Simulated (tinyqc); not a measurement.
Worked calculation: tight binding, honeycomb lattice. Computed by tinyqc, a small Python program that keeps every step. Settings: t1 = 1.72, t2 = 0.06, phi = 1.57, delta = 0, points = 7. Command: `OMP_NUM_THREADS=1 python tinyqc.py 28756 28757 out.jsonl` (the two numbers bound the seeds that draw the settings). One thread of a shared host (Intel(R) Xeon(R) Processor @ 2.60GHz), about 0.01 s of CPU time with the checks.

## Bloch Hamiltonian at k

Parameters chosen for this model:

| parameter | value | unit |
|---|---|---|
| t1 | 1.720000 | eV, nearest |
| t2 | 0.060000 | eV, second neighbours |
| phi | 1.570000 | rad, phase of t2 (Haldane) |
| delta | 0 | eV, +/- on A and B |

k point k (fractions of the reciprocal vectors): 0.130000  -0.400000

H_AB = -t1 (1 + exp(-i k.a1) + exp(-i k.a2)); H_AA = delta - 2 t2 sum cos(k.b + phi), H_BB = -delta - 2 t2 sum cos(k.b - phi), b = a1, a2 - a1, -a2.

H(k) at k (eV):
```
                     A                    B
A             0.180602  -1.505912+0.242835i
B  -1.505912-0.242835i            -0.180390
```

## Levels at k

Diagonalise the Hermitian matrix.

eigenvalues (eV): -1.535901  1.536113

weights |c|^2 of the basis functions:
```
     band 1    band 2
A  0.441245  0.558755
B  0.558755  0.441245
```

## Bloch Hamiltonian at K

k point K (fractions of the reciprocal vectors): 0.333333  0.666667

As before.

H(k) at K (eV):
```
          A          B
A  0.311912   0.000000
B  0.000000  -0.311626
```

## Levels at K

As before.

eigenvalues (eV): -0.311626  0.311912

weights |c|^2 of the basis functions:
```
     band 1    band 2
A  0.000000  1.000000
B  1.000000  0.000000
```

## Bands along a path

The same steps at evenly spaced points between the labelled ones.

Bands along the path (eV):

| k | band 1 | band 2 |
|---|---|---|
| G | -5.160287 | 5.159713 |
| G-K 0.20 | -4.862842 | 4.862365 |
| G-K 0.40 | -4.022360 | 4.022124 |
| G-K 0.60 | -2.787466 | 2.787502 |
| G-K 0.80 | -1.385618 | 1.385845 |
| K | -0.311626 | 0.311912 |
| K-M 0.20 | -0.653411 | 0.653686 |
| K-M 0.40 | -1.093096 | 1.093346 |
| K-M 0.60 | -1.434697 | 1.434918 |
| K-M 0.80 | -1.647687 | 1.647886 |
| M | -1.719904 | 1.720096 |
| M-K' 0.20 | -1.647687 | 1.647886 |
| M-K' 0.40 | -1.434697 | 1.434918 |
| M-K' 0.60 | -1.093096 | 1.093346 |
| M-K' 0.80 | -0.653411 | 0.653686 |
| K' | -0.311626 | 0.311912 |

With 1 band(s) filled, the highest filled level on these points lies at K and the lowest empty one at K: a gap of 0.6235 eV, direct.

## Chern number of the lower band

On a 7 x 7 mesh, the phase of the product of overlaps around each plaquette (k1 then k2); the sum over 2 pi is an integer.

plaquette phases (rad):
```
           1          2          3          4          5          6          7
1   0.000000  -0.000500  -0.006443  -0.051359  -0.006063   0.007540   0.002666
2  -0.000500  -0.006332  -0.016007  -0.105889  -0.156097   0.018743   0.007540
3  -0.006443  -0.016007  -0.034298  -0.140258  -2.109771  -0.156097  -0.006063
4  -0.051359  -0.105889  -0.140258  -0.124890  -0.140258  -0.105889  -0.051359
5  -0.006063  -0.156097  -2.109771  -0.140258  -0.034298  -0.016007  -0.006443
6   0.007540   0.018743  -0.156097  -0.105889  -0.016007  -0.006332  -0.000500
7   0.002666   0.007540  -0.006063  -0.051359  -0.006443  -0.000500   0.000000
```

Chern number = -1.000000
